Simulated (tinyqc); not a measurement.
From results back to parameters: round or elliptic silicon nanowire with anisotropic valleys (Ritz method). Four cases, with inputs chosen for the exercise.

Problem. For a circular wire every level scales as 1/R^2. The lowest level of group A was computed from a hidden radius.

Wire along x = [110] on a (001) wafer, y = [-110], z = [001]. Valley groups (w = inverse masses): A, two valleys along z: w_y = 1/mt, w_z = 1/ml, m_x = mt; B, four valleys in the wafer plane: w_y = (1/ml + 1/mt)/2, w_z = 1/mt, m_x = (ml + mt)/2.

Hard wall on the ellipse (y/a)^2 + (z/b)^2 = 1, c = hbar^2/2m0. With u = y/a, v = z/b the operator is -c [(w_y/a^2) d2/du2 + (w_z/b^2) d2/dv2] on the unit disc. Basis (1 - u^2 - v^2) u^i v^j; S, X and Y are the disc integrals of f f', (df/du)(df'/du) and (df/dv)(df'/dv), from the integral of u^p v^q = 2 Gamma((p+1)/2) Gamma((q+1)/2)/((p + q + 2) Gamma((p+q+2)/2)) for even p, q; H = c (w_y X/a^2 + w_z Y/b^2).

Converged values use 21 functions of each parity class (e or o in u, then in v).

Constants: hbar^2/2m0 = 3.80998211 eV angstrom^2.

Case 1.

Values chosen (out of a larger set: near those of a Si nanowire; not measured data): ml = 0.905 m0 (longitudinal mass); mt = 0.189 m0 (transverse mass).

level = 0.035783 eV

Case 2.

Values chosen (out of a larger set: near those of a Si nanowire; not measured data): ml = 0.903 m0 (longitudinal mass); mt = 0.192 m0 (transverse mass).

level = 0.052803 eV

Case 3.

Values chosen (out of a larger set: near those of a Si nanowire; not measured data): ml = 0.924 m0 (longitudinal mass); mt = 0.193 m0 (transverse mass).

level = 0.265008 eV

Case 4.

Values chosen (out of a larger set: near those of a Si nanowire; not measured data): ml = 0.914 m0 (longitudinal mass); mt = 0.188 m0 (transverse mass).

level = 0.157459 eV

Find: E R^2/c; R.

Solution.

Case 1.

E R^2/c = 18.183
R = 44.0 angstrom

Solve once for R = 1 and scale. The mean inverse mass would give 2.404826^2 (1/mt + 1/ml)/2 = 18.495, 1.7 % too high.

Case 2.

E R^2/c = 17.962
R = 36.0 angstrom

Solve once for R = 1 and scale. The mean inverse mass would give 2.404826^2 (1/mt + 1/ml)/2 = 18.263, 1.7 % too high.

Case 3.

E R^2/c = 17.806
R = 16.0 angstrom

Solve once for R = 1 and scale. The mean inverse mass would give 2.404826^2 (1/mt + 1/ml)/2 = 18.112, 1.7 % too high.

Case 4.

E R^2/c = 18.226
R = 21.0 angstrom

Solve once for R = 1 and scale. The mean inverse mass would give 2.404826^2 (1/mt + 1/ml)/2 = 18.544, 1.7 % too high.

Computed by tinyqc, one run a case: `OMP_NUM_THREADS=1 python tinyqc.py N N+1 out.jsonl` with N = 1281762, 1281779, 1281820, 1281828; one thread of a shared Intel(R) Xeon(R) Processor @ 2.30GHz, about 0.07 s a run at most.
